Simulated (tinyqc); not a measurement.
Mobility of a non-polar semiconductor in the relaxation-time approximation: one step, computed by the program tinyqc.

Each valley is treated as a sphere of mass m_d for states and rates, with one isotropic relaxation time; the conductivity mass m_c sets the current.

Task: Masses. m_d = (m_l m_t^2)^(1/3); 1/m_c = (1/m_l + 2/m_t)/3; Hall mass factor A = 3 K_m (K_m + 2)/(2 K_m + 1)^2, K_m = m_l/m_t; N_I = n (1 + C)/(1 - C).

Inputs (values chosen for the exercise, modelled on electrons in germanium):
```
quantity                 value    unit
longitudinal mass m_l     1.56     m_0
transverse mass m_t     0.0818     m_0
carrier density n      1.2e+15  1/cm^3
compensation ratio C         0       -
```

Band: Kane. Impurity formula: Brooks-Herring. Further scattering: none.

Give: density-of-states mass m_d; conductivity mass m_c; Hall mass factor A; ionised impurity density N_I.

Result:

density-of-states mass m_d = 0.2185 m_0

conductivity mass m_c = 0.1196 m_0

Hall mass factor A = 0.7869

ionised impurity density N_I = 1.20e+15 1/cm^3
